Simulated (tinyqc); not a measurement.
Printed widths: electron-beam lithography: double-Gaussian proximity function, edge placement and dose correction for parallel lines. Computed by tinyqc, a small Python program. Command: `OMP_NUM_THREADS=1 python tinyqc.py 3111536 3111537 out.jsonl proximity walk`. One thread of a shared host (Intel(R) Xeon(R) Processor @ 2.30GHz), about 0.01 s of CPU time with the checks.

Lines are infinitely long. Absorbed energy is counted so that the middle of a very large area written at dose 1 receives 1; the resist develops where it exceeds 1/2.

Inputs (values chosen for the exercise, of the order of those for 30 keV electrons in resist on silicon): forward range alpha = 0.028 micrometre; backscatter range beta = 4.9 micrometre; backscatter ratio eta = 0.98.

line widths (micrometre): [0.038, 1.8, 6.3, 0.066, 0.099]

gaps between the lines (micrometre): [0.11, 0.17, 0.086, 0.41]

Method:
- The first line starts at x = 0; each next one starts after the width and the gap.
- f(r) = [exp(-r^2/alpha^2)/alpha^2 + eta exp(-r^2/beta^2)/beta^2]/(pi (1 + eta)). A line from a to b at dose d gives E(x) = d [S(alpha) + eta S(beta)]/(1 + eta), S(s) = [erf((b - x)/s) - erf((a - x)/s)]/2.
- M_ij is the mean of E at the two edges of line i from line j at dose 1.
- Uncorrected edge energies are M 1. Solve M d = 1/2 for the doses d that put the mean edge energy of every line at the threshold.
- Edges are the roots of E(x) = 1/2 between a line centre and the middle of the next gap. Three cases: dose 1 everywhere; one common dose equal to the mean of d; the corrected doses.

Lines (micrometre):
```
line,left edge,right edge,centre
1,0.000,0.038,1.90000e-02
2,0.148,1.948,1.04800e+00
3,2.118,8.418,5.26800e+00
4,8.504,8.570,8.53700e+00
5,8.980,9.079,9.02950e+00
```

corrected doses: 1 1.19475, 2 0.94782, 3 0.91438, 4 1.08516, 5 1.17959

Width error, printed less drawn (nm):
```
line,drawn width (nm),dose 1,mean dose,corrected
1,38,-7.4932,-0.101,0.000710
2,1800,6.7455,13.046,0.037127
3,6300,8.7032,15.041,0.005627
4,66,-0.5976,5.379,0.001281
5,99,-5.7284,0.232,0.001655
```

What does the comparison show, and why?

With the common mean dose the errors span 15.1 nm. With corrected doses the largest error is 0.04 nm.

Extremes, crossings and ranges named in words are read from the listed rows.
